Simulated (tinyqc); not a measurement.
Band-to-band tunnelling across a p-n junction in a two-band chain: one step. Hopping, field and tunnelling length. Two cases, with inputs chosen for the exercise.

Task: Form t, V0, E, the field F = V0/((2N + 1) a/2) (1 V/angstrom = 100 MV/cm) and the length Eg/F over which E lies in the gap.

Sites alternate A at -Eg/2 and C at +Eg/2 with hopping -t; near the edges, with k counted from the zone boundary pi/a, E^2 = (Eg/2)^2 + (t a k)^2, so t = sqrt(c Eg/m)/a gives the mass m, c = hbar^2/2m0. In the gap cosh(q a) = 1 + (Eg^2/4 - e^2)/(2 t^2), e the energy from the local mid-gap. The potential is V0 = Eg + ov on the p side (left), 0 on the n side, and falls linearly over the 2N sites of the junction, V_j = V0 (1 - j/(2N + 1)), j = 1 to 2N, site 1 being A. E = Eg/2 + x ov. A half chain that ends on a site of level e1 with neighbour e2 has g = (1 + z)/(E - e1), z = exp(-/+ i k a) the root with Im g < 0, cos(k a) = (E - e1)(E - e2)/(2 t^2) - 1. S_L = t^2 g (ending on C, shifted by V0), S_R = t^2 g (starting on A). T = 4 Im(S_L) Im(S_R) |G_(1,2N)|^2.

Constants: hbar^2/2m0 = 3.80998211 eV angstrom^2.

Give: t; V0; E; F; tunnelling length.

Case 1.

Values chosen (gap and mass near those of InSb; shifted at random, so the results belong to these values and not to a real crystal): Eg = 0.176 eV (gap); m = 0.014 m0 (mass of electron and light hole); a = 5 angstrom (period (two sites)); ov = 0.49 eV (overlap: top of the valence band on the p side above the conduction edge on the n side); N = 5 (periods in the small junction); x = 0.48 (energy above the n-side conduction edge, as a share of ov).

Result:

t = 1.3842 eV
V0 = 0.6660 eV
E = 0.3232 eV
F = 2.422 MV/cm
tunnelling length = 7.27 angstrom

So short a junction keeps the matrix small; its field is of the size of the 1 to 3 MV/cm of tunnel diodes.

Case 2.

Values chosen (gap and mass near those of GaAs; shifted at random, so the results belong to these values and not to a real crystal): Eg = 1.401 eV (gap); m = 0.0769 m0 (mass of electron and light hole); a = 5 angstrom (period (two sites)); ov = 0.11 eV (overlap: top of the valence band on the p side above the conduction edge on the n side); N = 3 (periods in the small junction); x = 0.49 (energy above the n-side conduction edge, as a share of ov).

Result:

t = 1.6663 eV
V0 = 1.5110 eV
E = 0.7544 eV
F = 8.634 MV/cm
tunnelling length = 16.23 angstrom

So short a junction keeps the matrix small; its field is above the 1 to 3 MV/cm of tunnel diodes.

Computed by tinyqc, one run a case: `OMP_NUM_THREADS=1 python tinyqc.py N N+1 out.jsonl` with N = 1450271, 1450726; one thread of a shared Intel(R) Xeon(R) Processor @ 2.30GHz, about 0.01 s a run at most.
